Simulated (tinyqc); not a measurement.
Thickness at a fixed rate of defect growth: time-dependent dielectric breakdown: cell percolation, Weibull statistics, area scaling and voltage extrapolation. Computed by tinyqc, a small Python program. Command: `OMP_NUM_THREADS=1 python tinyqc.py 3006929 3006930 out.jsonl tddb sweep`. One thread of a shared host (Intel(R) Xeon(R) Processor @ 2.30GHz), about 0.01 s of CPU time with the checks.

The oxide is divided into columns of area a^2, each holding m = t_ox/a cells (m is taken as continuous). A share lambda(t) = (t/t_1)^alpha of the cells is defective, and a column whose cells are all defective breaks down.

Inputs (values chosen for the exercise, for a model gate oxide):

| quantity | value | unit |
|---|---|---|
| defect cell size a | 1.5 | nm |
| exponent alpha of defect growth | 0.69 | - |
| time t_1 at which the occupied share would reach 1 | 1.1e+07 | s |
| test area A | 5000 | um^2 |
| product area A_u | 1e+06 | um^2 |
| stress voltage V | 6.06 | V |
| use voltage V_u | 2.8 | V |
| local exponent n = -d ln t/d ln V at the stress voltage | 37 | - |
| activation energy E_a | 0.9 | eV |
| stress temperature T | 175 | C |
| use temperature T_u | 85 | C |
| allowed failure fraction F | 1e-06 | - |

Voltage law used: 1/E.

Constants: k_B = 8.617333262e-05 eV/K.

Method:
- Failure fraction F = 1 - (1 - lambda^m)^N with N = A/a^2 columns, which for small lambda^m is 1 - exp(-(t/t63)^beta) with beta = alpha m and t63 = t_1 N^(-1/beta); critical share lambda(t63) = N^(-1/m). 1 um^2 = 1e6 nm^2.
- All three voltage laws share the slope n at the stress voltage. Factor t(V_u)/t(V): E law exp(n (1 - V_u/V)); 1/E law exp(n (V/V_u - 1)); power law (V/V_u)^n.
- Temperatures in kelvin are T(C) + 273.15.
- Temperature factor exp[(E_a/k_B)(1/T_u - 1/T)]; area factor (A/A_u)^(1/beta); percentile factor (-ln(1 - F))^(1/beta); life = t63 x all four; 1 year = 3.15576e7 s.

One run for each value:

| oxide thickness t_ox (nm) | Weibull slope beta | characteristic life t63 (s) | area factor | percentile factor | critical share of defective cells |
|---|---|---|---|---|---|
| 1.9 | 0.874 | 2.2240e-04 | 0.00233 | 1.3646e-07 | 4.1779e-08 |
| 2.6 | 1.196 | 1.6840e-01 | 0.01191 | 9.6223e-06 | 4.0516e-06 |
| 3.4 | 1.564 | 1.1619e+01 | 0.03379 | 1.4577e-04 | 7.5235e-05 |
| 4.1 | 1.886 | 1.2176e+02 | 0.06025 | 6.5866e-04 | 3.8058e-04 |
| 4.8 | 2.208 | 6.4305e+02 | 0.09075 | 1.9169e-03 | 1.1999e-03 |
| 5.5 | 2.530 | 2.2234e+03 | 0.12317 | 4.2507e-03 | 2.8241e-03 |
| 6.3 | 2.898 | 6.5484e+03 | 0.16069 | 8.5037e-03 | 5.9508e-03 |
| 7.0 | 3.220 | 1.3761e+04 | 0.19293 | 1.3698e-02 | 9.9338e-03 |

Describe and explain the trends.

Over the rows, Weibull slope beta rises from 0.874 to 3.22 (exponent d ln y / d ln x about 1.0 throughout); characteristic life t63 (s) rises from 2.22e-4 to 13800 (exponent d ln y / d ln x 21 between the first rows and 7.0 between the last); area factor rises from 0.00233 to 0.193 (exponent d ln y / d ln x 5.2 between the first rows and 1.7 between the last). The exponent of Weibull slope beta stays at 1: beta = alpha t_ox/a. A thinner oxide loses twice: it breaks at a lower defect share, and its small slope makes the area and percentile factors more punishing. Left out: 1.20 (the oxide is thinner than one cell or the slope is too small).

Caution (all rows): t_1 is an input here; in a real oxide it changes with thickness at fixed voltage.
